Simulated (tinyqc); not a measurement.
Charge control and current of a heterostructure field-effect transistor: one step, computed by the program tinyqc.

Two subbands in a triangular well; E_F is counted from the conduction band edge of the channel at the interface.

Question. First iteration. Charge control: n_s = C_b (V_G - V_T - E_F/e)/e. Well: mean field F = e n_s/(2 eps eps_0), E_i = (hbar^2/2m)^(1/3) [(3 pi e F/2)(i + 3/4)]^(2/3), i = 0, 1; n_s = D k_B T sum_i ln(1 + exp((E_F - E_i)/k_B T)), D = m/(pi hbar^2), which is solved in closed form for E_F. Iteration from n_s = C_b (V_G - V_T)/(2e): E_F from n_s, n_out from the charge control, n_new = n_s + mixing (n_out - n_s), kept above n_s/10; stop when |n_out/n_s - 1| < 1e-9.

Inputs (values chosen for the exercise, modelled on AlGaN/GaN):
```
quantity                                 value  unit
channel mass m                             0.2   m_0
permittivity eps (barrier and channel)     9.4     -
gate voltage V_G                        -0.029     V
temperature T                              400     K
```

Charge source: polarisation. Velocity law: smooth.

barrier capacitance C_b = 0.5944955 microfarad/cm^2

threshold voltage V_T = -2.414023 V

Constants: e = 1.602176634e-19 C; k_B = 8.617333262e-05 eV/K; eps_0 = 8.8541878128e-12 F/m; hbar = 1.054571817e-34 J s; m_0 = 9.1093837015e-31 kg; k_B = 1.380649e-23 J/K.

Give: starting n_s; E_0; E_1; E_F; n_out.

Answer.

starting n_s = 4.4249e+12 1/cm^2

E_0 = 162.82 meV

E_1 = 286.43 meV

E_F = 203.58 meV

n_out = 8.0943e+12 1/cm^2
